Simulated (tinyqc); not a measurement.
Worked calculation: CIS on RHF in the sto-3g basis, for H4, spin multiplicity 1. Computed by tinyqc, a small Python program that keeps every step (integrals from PySCF). Settings: charge = 0, multiplicity = 1, basis = sto-3g, method = RHF, energy threshold = 1e-10, iteration cap = 63, orthogonalisation = symmetric, start = atomic densities, DIIS depth = 6. Command: `OMP_NUM_THREADS=1 python tinyqc.py 29314 29315 out.jsonl` (the two numbers bound the seeds that draw the settings). One thread of a shared host (Intel(R) Xeon(R) Processor @ 2.60GHz), about 0.04 s of CPU time with the checks. The early iterations of the SCF are left out here.

## One-electron integrals

Geometry (angstrom):
```
atom         x         y         z
H     0.000000  0.000000  0.000000
H     0.000000  0.000000  0.955000
H     0.000000  1.682000  0.000000
H     0.000000  1.682000  0.955000
```

Basis sto-3g: exponents (1/bohr^2) and contraction coefficients of normalised primitives:
```
element  l (shell)  exponent  coefficient
H            s (1)  3.425251     0.154329
H            s (1)  0.623914     0.535328
H            s (1)  0.168855     0.444635
```

Overlap, kinetic and nuclear-attraction integrals over the contracted functions; the nuclear repulsion is the sum of Za Zb / Rab.

nuclear repulsion = 2.28462632 hartree

overlap S:
```
          1H 1s     2H 1s     3H 1s     4H 1s
1H 1s  1.000000  0.523375  0.196558  0.132683
2H 1s  0.523375  1.000000  0.132683  0.196558
3H 1s  0.196558  0.132683  1.000000  0.523375
4H 1s  0.132683  0.196558  0.523375  1.000000
```

kinetic energy T (hartree):
```
           1H 1s      2H 1s      3H 1s      4H 1s
1H 1s   0.760032   0.128863  -0.001858  -0.009177
2H 1s   0.128863   0.760032  -0.009177  -0.001858
3H 1s  -0.001858  -0.009177   0.760032   0.128863
4H 1s  -0.009177  -0.001858   0.128863   0.760032
```

nuclear attraction V (hartree):
```
           1H 1s      2H 1s      3H 1s      4H 1s
1H 1s  -2.347895  -1.169591  -0.399611  -0.277900
2H 1s  -1.169591  -2.347895  -0.277900  -0.399611
3H 1s  -0.399611  -0.277900  -2.347895  -1.169591
4H 1s  -0.277900  -0.399611  -1.169591  -2.347895
```

core Hamiltonian H = T + V (hartree):
```
           1H 1s      2H 1s      3H 1s      4H 1s
1H 1s  -1.587863  -1.040728  -0.401469  -0.287077
2H 1s  -1.040728  -1.587863  -0.287077  -0.401469
3H 1s  -0.401469  -0.287077  -1.587863  -1.040728
4H 1s  -0.287077  -0.401469  -1.040728  -1.587863
```

## Two-electron integrals

Functions are numbered as in S; the eight-fold symmetry (ij|kl) = (ji|kl) = (kl|ij) leaves the list below.

Two-electron integrals (ij|kl) in chemists' order, unique and non-zero (hartree):
```
(11|11) 0.774606   (21|11) 0.330597   (21|21) 0.177433   (22|11) 0.492943
(22|21) 0.330597   (22|22) 0.774606   (31|11) 0.100183   (31|21) 0.046811
(31|22) 0.076350   (31|31) 0.021102   (32|11) 0.059432   (32|21) 0.032893
(32|22) 0.063234   (32|31) 0.012976   (32|32) 0.009177   (33|11) 0.311271
(33|21) 0.155837   (33|22) 0.272410   (33|31) 0.100183   (33|32) 0.063234
(33|33) 0.774606   (41|11) 0.063234   (41|21) 0.032893   (41|22) 0.059432
(41|31) 0.012976   (41|32) 0.009043   (41|33) 0.059432   (41|41) 0.009177
(42|11) 0.076350   (42|21) 0.046811   (42|22) 0.100183   (42|31) 0.016256
(42|32) 0.012976   (42|33) 0.076350   (42|41) 0.012976   (42|42) 0.021102
(43|11) 0.155837   (43|21) 0.083542   (43|22) 0.155837   (43|31) 0.046811
(43|32) 0.032893   (43|33) 0.330597   (43|41) 0.032893   (43|42) 0.046811
(43|43) 0.177433   (44|11) 0.272410   (44|21) 0.155837   (44|22) 0.311271
(44|31) 0.076350   (44|32) 0.059432   (44|33) 0.492943   (44|41) 0.063234
(44|42) 0.100183   (44|43) 0.330597   (44|44) 0.774606
```

## Orthogonalisation

S = U s U^T; symmetric (Loewdin) form X = U s^(-1/2) U^T, so that X^T S X = 1.

eigenvalues of S: 0.412750  0.540500  1.194133  1.852616

X:
```
           1H 1s      2H 1s      3H 1s      4H 1s
1H 1s   1.141632  -0.316729  -0.094186   0.003978
2H 1s  -0.316729   1.141632   0.003978  -0.094186
3H 1s  -0.094186   0.003978   1.141632  -0.316729
4H 1s   0.003978  -0.094186  -0.316729   1.141632
```

## Iteration 3 (converged): orbitals

converged F (hartree):
```
           1H 1s      2H 1s      3H 1s      4H 1s
1H 1s  -0.270856  -0.502877  -0.156305  -0.138186
2H 1s  -0.502877  -0.270856  -0.138186  -0.156305
3H 1s  -0.156305  -0.138186  -0.270856  -0.502877
4H 1s  -0.138186  -0.156305  -0.502877  -0.270856
```

Diagonalise F' = X^T F X, C = X C', fill 2 alpha and 2 beta electrons from the bottom; D = 2 C_occ C_occ^T. Each column has its largest component positive (the first on a tie).

F' = X^T F X (hartree):
```
           1          2          3          4
1   0.005962  -0.494929  -0.096388   0.008752
2  -0.494929   0.005962   0.008752  -0.096388
3  -0.096388   0.008752   0.005962  -0.494929
4   0.008752  -0.096388  -0.494929   0.005962
```

orbital energies (hartree): MO1 -0.576603, MO2 -0.401331, MO3 0.395751, MO4 0.606032

coefficients C:
```
            MO1        MO2        MO3        MO4
1H 1s  0.367348   0.457555   0.680099   0.778263
2H 1s  0.367348   0.457555  -0.680099  -0.778263
3H 1s  0.367348  -0.457555   0.680099  -0.778263
4H 1s  0.367348  -0.457555  -0.680099   0.778263
```

D after iteration 3:
```
           1H 1s      2H 1s      3H 1s      4H 1s
1H 1s   0.688602   0.688602  -0.148825  -0.148825
2H 1s   0.688602   0.688602  -0.148825  -0.148825
3H 1s  -0.148825  -0.148825   0.688602   0.688602
4H 1s  -0.148825  -0.148825   0.688602   0.688602
```

## Convergence

Stop when the energy changes by less than 1e-10 hartree and every element of the error matrix X^T (F D S - S D F) X is below 3e-06.

Course of the cycle:
```
iteration  E (hartree)     change  largest element of the error matrix
1          -1.50077331          -                             3.01e-16
2          -2.10846979  -6.08e-01                             4.98e-16
3          -2.10846979  -2.66e-15                             6.84e-16
```

PySCF RHF in the same basis = -2.10846979 hartree

Converged in 3 iterations.

## Integrals over molecular orbitals

(pq|rs) = sum C_ip C_jq C_kr C_ls (ij|kl), one index at a time.

one-electron integrals over orbitals h = C^T H C (hartree):
```
           1          2          3          4
1  -1.790515   0.000000   0.000000   0.000000
2   0.000000  -1.624647   0.000000   0.000000
3   0.000000   0.000000  -1.223917   0.000000
4   0.000000   0.000000   0.000000  -1.048440
```

Two-electron integrals over orbitals (pq|rs), unique and non-zero (hartree):
```
(11|11) 0.463867   (21|21) 0.177497   (22|11) 0.463771   (22|22) 0.473271
(31|31) 0.106244   (32|32) 0.088260   (33|11) 0.452030   (33|22) 0.455056
(33|33) 0.461178   (41|32) 0.086308   (41|41) 0.084442   (42|31) 0.110612
(42|42) 0.119138   (43|21) 0.176538   (43|43) 0.193427   (44|11) 0.460063
(44|22) 0.468963   (44|33) 0.470767   (44|44) 0.485251
```

## CIS matrix, singlets

A(ia,jb) = (e_a - e_i) d_ij d_ab + 2 (ia|jb) - (ij|ab).

CIS matrix A, singlet (hartree):
```
          1>3        1>4        2>3       2>4
1>3  0.732812   0.000000   0.000000  0.044687
1>4  0.000000   0.891455  -0.003921  0.000000
2>3  0.000000  -0.003921   0.518545  0.000000
2>4  0.044687   0.000000   0.000000  0.776675
```

## CIS singlet states

dipole integrals <i|r|a> (bohr):
```
            x         y          z
1>3  0.000000  0.000000  -1.078985
1>4  0.000000  0.000000   0.000000
2>3  0.000000  0.000000   0.000000
2>4  0.000000  0.000000  -1.032658
```

Diagonalise A (1 hartree = 27.211386 eV); each vector has its largest component positive (the first on a tie). The transition dipole is mu = sqrt2 sum c_ia <i|r|a>.

singlet excitation energies (eV): 14.109219  19.183071  21.892185  24.258858

lowest vectors:
```
      state 1    state 2   state 3    state 4
1>3  0.000000   0.848698  0.528878   0.000000
1>4  0.010512   0.000000  0.000000   0.999945
2>3  0.999945   0.000000  0.000000  -0.010512
2>4  0.000000  -0.528878  0.848698   0.000000
```

oscillator strengths 2/3 w |mu|^2: 0.000000  0.128389  2.246229  0.000000

## CIS matrix, triplets

A(ia,jb) = (e_a - e_i) d_ij d_ab - (ij|ab).

CIS matrix A, triplet (hartree):
```
           1>3        1>4        2>3        2>4
1>3   0.520324   0.000000   0.000000  -0.176538
1>4   0.000000   0.722572  -0.176538   0.000000
2>3   0.000000  -0.176538   0.342025   0.000000
2>4  -0.176538   0.000000   0.000000   0.538400
```

## CIS triplet states

Diagonalise A (1 hartree = 27.211386 eV); each vector has its largest component positive (the first on a tie).

triplet excitation energies (eV): 7.421695  9.594538  19.214784  21.547471

lowest vectors:
```
      state 1   state 2    state 3    state 4
1>3  0.000000  0.724958  -0.688793   0.000000
1>4  0.365327  0.000000   0.000000   0.930879
2>3  0.930879  0.000000   0.000000  -0.365327
2>4  0.000000  0.688793   0.724958   0.000000
```
